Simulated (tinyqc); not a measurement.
Thickness series: Landau-Devonshire theory of a uniaxial ferroelectric. Computed by tinyqc, a small Python program. Command: `OMP_NUM_THREADS=1 python tinyqc.py 3008330 3008331 out.jsonl ferro walk`. One thread of a shared host (Intel(R) Xeon(R) Processor @ 2.30GHz), about 0.01 s of CPU time with the checks.

G(P) = (alpha/2) P^2 + (beta*/4) P^4 + (gamma/6) P^6 - E P per volume, SI units, one domain, P along the polar axis, which is normal to the film.

Inputs (values chosen for the exercise, modelled on barium titanate):
```
quantity                           value             unit
alpha_0                           701000      J m/(C^2 K)
Curie-Weiss temperature T0           381                K
beta                           -7.95e+08        J m^5/C^4
gamma                           1.72e+10        J m^9/C^6
temperature T                        292                K
misfit strain u_m                 -0.006                -
electrostriction Q12              -0.043          m^4/C^2
compliance s11 + s12             5.6e-12            m^2/N
film thickness d                     5.4               nm
screening length lambda            0.022               nm
background permittivity eps_b          5                -
series capacitance C_d               1.1  microfarad/cm^2
```

Sample: epitaxial film.

Constants: eps_0 = 8.8541878128e-12 F/m.

Method:
- alpha = alpha_0 (T - T0*), with clamping: T0* = T0 + 4 Q12 u_m/(alpha_0 (s11 + s12)), beta* = beta + 4 Q12^2/(s11 + s12).
- Ps^2 = [-beta* + sqrt(beta*^2 - 4 alpha gamma)]/(2 gamma).
- chi = 1/(eps_0 G''), G'' = alpha + 3 beta* P^2 + 5 gamma P^4 at Ps. Ps, chi and the coercive field are for perfect screening, without a depolarising field. The intrinsic coercive field is |alpha P + beta* P^3 + gamma P^5| at the P_c where G'' = 0. 1 C/m^2 = 100 microcoulomb/cm^2.
- Between shorted electrodes with screening length lambda each, the depolarising field is -k P, k = 2 lambda/(eps_0 (d + 2 lambda eps_b)), so alpha turns into alpha + k.
- The polar state is the lowest uniform state while alpha + k < 0 (beta* > 0) or < 3 beta*^2/(16 gamma) (beta* < 0); setting the equality gives the critical thickness d_c.
- Domains are left out, though they can pre-empt both the loss of P and the state at P = 0. The second and third columns are for the shorted capacitor, polar only where it is the lowest uniform state: alpha + k < 0 (beta* > 0) or < 3 beta*^2/(16 gamma) (beta* < 0). The last column is another circuit, the film in series with C_d at P = 0: 1/C = (alpha d)/(1 + alpha eps_0 eps_b) + 1/C_d, and P = 0 is locally stable while 1/C > 0; a dash marks the rest.

alpha = -2.46675e+08 J m/C^2

beta* = 5.25714e+08 J m^5/C^4

critical thickness d_c = 19.9256 nm

spontaneous polarisation Ps = 32.4723 microcoulomb/cm^2

Against thickness:
```
d (nm)  P (microcoulomb/cm^2)  depolarising field (MV/m)  C of the stack / C_d
1                       0.000                      0.000                1.0028
2                       0.000                      0.000                1.0055
3                       0.000                      0.000                1.0083
5                       0.000                      0.000                1.0139
8                       0.000                      0.000                1.0224
15                      0.000                      0.000                1.0429
30                     23.565                     38.751                1.0897
60                     28.913                     23.860                1.1970
150                    31.177                     10.313                1.6993
```

What follows from these numbers?

The polar state appears between 15 and 30 nm (d_c = 19.9 nm), and at 150 nm P is 96.0 % of Ps. The stack exceeds C_d wherever it is stable, up to 1.70 times: the ferroelectric held at P = 0 acts as a negative capacitance. Caution: far below T0* the expansion with linear alpha(T) is only a fit.

Extremes, crossings and ranges named in words are read from the listed rows.
